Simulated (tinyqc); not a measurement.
Lossy on-chip transmission line with skin effect: two steps of the calculation.

A uniform line in a homogeneous dielectric: c = sqrt(er)/(c0 Z0), l = Z0 sqrt(er)/c0 (c0 = 299792458 m/s), g = w c td, w = 2 pi f. The resistance joins its limits as r = sqrt(r_dc^2 + r_hf^2), with r_dc = rho/(wd th), r_hf = kr rho/(2 delta (wd + th)), delta = sqrt(rho/(pi f mu0)), mu0 = 4 pi 1e-7 H/m; this is an interpolation, and internal inductance, up to 0.05 nH/mm at low frequency, is neglected.

Values chosen for this exercise:
- wd = 4.1 um (width of the strip)
- th = 1.3 um (thickness of the strip)
- rho = 2 uohm cm (resistivity)
- er = 3 (relative permittivity)
- td = 0.002 (loss tangent)
- Z0 = 60 ohm (lossless impedance sqrt(l/c))
- kr = 1.5 (factor for crowding and the return path)
- Rg = 25 ohm (source resistance)
- RL = 50 ohm (load resistance)
- CL = 100 fF (load capacitance)
- f = 0.25 GHz (frequency)

Question 1. Line constants. delta, r_dc, r_hf, r, l, c and g as defined.

Give: delta; r_dc; r_hf; r; l; c; g.

Answer 1.

delta = 4.5016 um
r_dc = 3.7523 ohm/mm
r_hf = 0.61707 ohm/mm
r = 3.8027 ohm/mm
l = 0.34665 nH/mm
c = 96.292 pF/m
g = 3.0251e-4 S/m

r is 1.01 times r_dc; the skin depth is 3.46 of the thickness.

Question 2. Reflection, input impedance and transfer. ZL = 1/(1/RL + i w CL); reflection (ZL - Zc)/(ZL + Zc); Zin = Zc (ZL + Zc tanh(gamma len))/(Zc + ZL tanh(gamma len)); H = V_load/V_source = [Zin/(Zin + Rg)]/[cosh(gamma len) + (Zc/ZL) sinh(gamma len)].

gamma len = 0.020551519+0.023656083i
Zc = 120.51557-104.27719i ohm

Wanted: ZL; reflection at the load; Zin; H; |H|.

Answer 2.

ZL = 49.997-0.393i ohm
reflection at the load = -0.57201+0.25812i
Zin = 54.933-0.226i ohm
H = 0.62538-0.00959i
|H| = -4.0761 dB

Numbers from tinyqc (`OMP_NUM_THREADS=1 python tinyqc.py 2810122 2810123 out.jsonl`; about 0.01 s on one thread of a shared Intel Xeon 2.30GHz).
